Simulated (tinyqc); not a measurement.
Adding atomic layers: valley splitting of a silicon quantum well in envelope theory.

The well lies at 0 < z < L; U(z) = V0 [1/(1 + exp(z/w)) + 1/(1 + exp((L - z)/w))] - e F z, 1 mV/nm = 1e-4 eV/angstrom. The envelope psi solves -(c/ml) psi'' + U psi = E psi, c = hbar^2/2m0, by three-point differences on a grid of 0.1 angstrom from -40 to L + 40 angstrom. The two valleys at +/- k0 couple through D = C0 times the integral of exp(-i q z) U(z) psi^2, q = 2 k0 (2 pi/a), and split by Ev = 2|D|.

Constants: hbar^2/2m0 = 3.80998211 eV angstrom^2.

Inputs chosen for the exercise (near those of a strained Si well in SiGe; not measured data): V0 = 0.18 eV (conduction offset); ml = 0.905 m0 (mass along z); F = 1.3 mV/nm (field pressing towards the upper interface); k0 = 0.83 2 pi/a (valley position); a = 5.431 angstrom (lattice constant); C0 = 0.266 (Bloch overlap factor); Ls = (74, 75.4, 76.7, 78.1, 79.4, 80.8, 82.1, 83.5) angstrom (widths in steps of one atomic layer, a/4, rounded to the grid); F2 = 1 mV/nm (second field, zero or weak); w1 = 0.5 angstrom (interface width for this table).

The smooth splitting Ev = 2|D| with w = w1, at the field F2 and at F.

Results:
```
L (angstrom)  q L mod 2 pi  Ev at F2 (micro-eV)  Ev at F (micro-eV)
74.0                  3.88                 23.6                24.3
75.4                  0.29                 12.9                14.5
76.7                  2.79                 16.6                17.7
78.1                  5.48                 18.7                19.7
79.4                  1.69                 9.15                11.4
80.8                  4.38                 19.6                20.5
82.1                  0.59                 9.85                11.9
83.5                  3.28                 16.0                17.2
```

What can be read from this table?

At F2 the splitting swings between 9.15 and 23.6 micro-eV, a ratio of 2.58, as the two interfaces add with the phase q L, which advances on average by 2.61 rad a layer. At F the ratio is 2.14, where in the first row psi^2 at the upper interface is 2.49 times that at the lower one: the field unbalances the two contributions, which fills in the minima.

tinyqc: `OMP_NUM_THREADS=1 python tinyqc.py 1280808 1280809 out.jsonl`; about 0.07 s, one thread, shared Intel(R) Xeon(R) Processor @ 2.30GHz.
